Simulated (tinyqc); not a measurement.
# Floating body of a partially depleted SOI transistor: body voltage and kink: effects of single changes

Source at 0 V. Channel current Ic = 2 nf K Vt^2 [F(0) - F(Vd)](1 + la Vd), F(V) = ln^2(1 + exp((Vg - VT - nf V)/(2 nf Vt))), VT = VT0 - gb Vb. Saturation voltage Vs = 2 Vt sqrt(F(0)) + 3 Vt, excess Ve = (Vd - Vs + sqrt((Vd - Vs)^2 + 0.0004 V^2))/2, multiplication M1 = Ai Ve exp(-Bl/Ve). Each junction passes D(v) = J1 (exp(v/Vt) - 1) + J2 (exp(v/(2 Vt)) - 1). Bipolar current Ib = bb J1 (exp(Vb/Vt) - 1). The body settles where M1 (Ic + Ib) = D(Vb) + D(Vb - Vd) + Vb/Rb; drain current Id = (1 + M1)(Ic + Ib) - D(Vb - Vd).

Parameters, values chosen for the exercise; values of the order met in partially depleted silicon-on-insulator transistors: temperature T = 300 K; threshold at zero body voltage VT0 = 0.4 V; fall of the threshold per volt of body voltage gb = 0.16; slope factor nf = 1.49; gain factor per width K = 350 uA/(V^2 um); channel-length modulation factor la = 0.05 1/V; impact-ionisation prefactor Ai = 2.62 1/V; impact-ionisation voltage Bl = 6.8 V; diffusion saturation current of each junction J1 = 4.4e-12 uA/um; recombination saturation current of each junction J2 = 2.1e-9 uA/um; gain of the lateral bipolar transistor on the diffusion current bb = 1; resistance of a weak body tie to the source (1e9 stands for no tie, and the term is then dropped) Rb = 4e5 kohm um; gate voltage Vg = 0.8 V; drain voltage Vd = 2.2 V.

Constants: q = 1.602176634e-19 C, kB = 1.380649e-23 J/K, Vt = kB T/q. Results are converted to the units shown.

Each table varies one quantity; the others keep the values above.

## Output curve and kink

Rows with more than one solution for Vb (latch) are left out; dId/dVd by a forward difference over 1e-4 V, swing = 1e-4 V over the change of log10 Id; M1 under 1e-12 is printed as 0.

Output curve and kink:
```
Vd (V)	Vb (V)	M1	Id, floating (uA/um)	Id, grounded (uA/um)	ratio	dId/dVd, floating (uS/um)	dId/dVd, grounded (uS/um)
0.8	0.002882	3.669e-7	19.63	19.59	1.002	2.517	0.9419
1	0.2906	2.956e-5	24.61	19.77	1.245	71.39	0.9596
1.2	0.5579	3.975e-4	29.84	19.98	1.494	8.446	1.105
1.4	0.6112	0.002663	31.32	20.24	1.548	6.997	1.566
1.6	0.6467	0.009971	32.81	20.63	1.590	8.319	2.465
1.8	0.6731	0.02639	34.80	21.25	1.637	11.91	3.816
2	0.6938	0.05586	37.74	22.19	1.701	17.99	5.553
2.2	0.7111	0.1016	42.21	23.49	1.796	27.32	7.584
```

Vb rises from 0.00288 to 0.711 V and the ratio of the currents rises from 1.00 to 1.80. The output conductance with a floating body exceeds the grounded value by the largest factor among the rows, 74.4, at Vd = 1 V, where Vb = 0.291 V and M1 = 2.96e-5.

## Transfer curve and swing

Same model as above.

Transfer curve and swing:
```
Vg (V)	Vb (V)	M1	Id, floating (uA/um)	Id, grounded (uA/um)	ratio	swing, floating (mV/decade)	swing, grounded (mV/decade)
-0.05	5.903e-4	0.2258	8.004e-6	7.985e-6	1.002	88.63	88.85
0.05	0.008086	0.2256	1.098e-4	1.062e-4	1.034	86.20	89.18
0.15	0.4887	0.2235	0.01075	0.001385	7.761	57.83	90.43
0.25	0.5863	0.2168	0.1836	0.01683	10.91	97.14	94.86
0.35	0.6378	0.2015	1.372	0.1663	8.252	139.7	109.1
0.45	0.6698	0.1790	5.192	1.064	4.882	218.3	145.8
0.55	0.6889	0.1549	12.30	3.954	3.111	326.7	214.7
0.65	0.7008	0.1320	22.38	9.653	2.318	451.6	310.8
0.75	0.7084	0.1112	35.01	18.20	1.923	583.4	422.6
```

Vb rises from 5.90e-4 to 0.708 V. The smallest swing among the rows is 57.8 mV a decade with a floating body (at Vg = 0.15 V) and 88.8 with a grounded one; Vt ln 10 = 59.5. The floating swing is smaller by more than 3 % for Vg = 0.05, 0.15 V, where the rising Vb lowers the threshold as Vg rises. In the first row the floating body raises the current by a factor of 1.00.

Range of the model: The multiplication law is an empirical form chosen for the exercise; self-heating and capacitive coupling to the body are left out, and the linear laws are rough once Vb passes about 0.7 V or M1 about 0.1.

Program tinyqc, `OMP_NUM_THREADS=1 python tinyqc.py 2182142 2182143 out.jsonl`; Intel Xeon 2.30GHz, shared host, one thread, about 0.2 s.
